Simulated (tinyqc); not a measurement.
Read current of a NAND string, cells in series solved by shooting: one step of the calculation.

Cells in series, numbered from 0 at the source line (0 V) to the bit line, each followed by a gap resistance Rg. A cell with gate Vg, threshold VT, source Vs and drain Vd passes I = 2 nf K Vt^2 [F(Vs) - F(Vd)]/(1 + th max(Vg - VT, 0)), F(V) = ln^2(1 + exp((Vg - VT - nf V)/(2 nf Vt))). The selected cell has Vg = Vr, the others Vg = Vp.

Task. Node voltages for a trial current. For a trial current I start at 0 V and, cell by cell (the selected one is cell 2), solve for the drain: sqrt(F(Vd)) = sqrt(F(Vs) - I/k), k = 2 nf K Vt^2/(1 + th max(Vg - VT, 0)), Vd = [Vg - VT - 2 nf Vt ln(exp(sqrt F) - 1)]/nf, then add I Rg.

Values chosen for this exercise; values of the order met in vertical NAND strings:
- T = 300 K (temperature)
- K = 6.7 uA/V^2 (gain factor of a cell)
- nf = 1.6 (slope factor)
- th = 0.03 1/V (mobility reduction factor)
- Rg = 6.6 kohm (resistance of the gap between cells)
- Vbl = 0.3 V (bit-line voltage)
- Vp = 6.8 V (pass voltage)
- Vr = 2.96 V (read voltage on the selected word line)

Constants: q = 1.602176634e-19 C, kB = 1.380649e-23 J/K, Vt = kB T/q. Results are converted to the units shown.

first trial current = 0.56 uA
thresholds from the source end, cell 0 to 5 (V): 4.6  -1  1.5  4.6  -1  -1

Wanted: node voltage after each cell and gap, trial 1.

Result.

node voltage after each cell and gap, trial 1, cell 0 to 5 (V): 0.04481  0.06187  0.1323  0.1816  0.1991  0.2166

Numbers from tinyqc (`OMP_NUM_THREADS=1 python tinyqc.py 2142081 2142082 out.jsonl`; about 0.5 s on one thread of a shared Intel Xeon 2.30GHz).
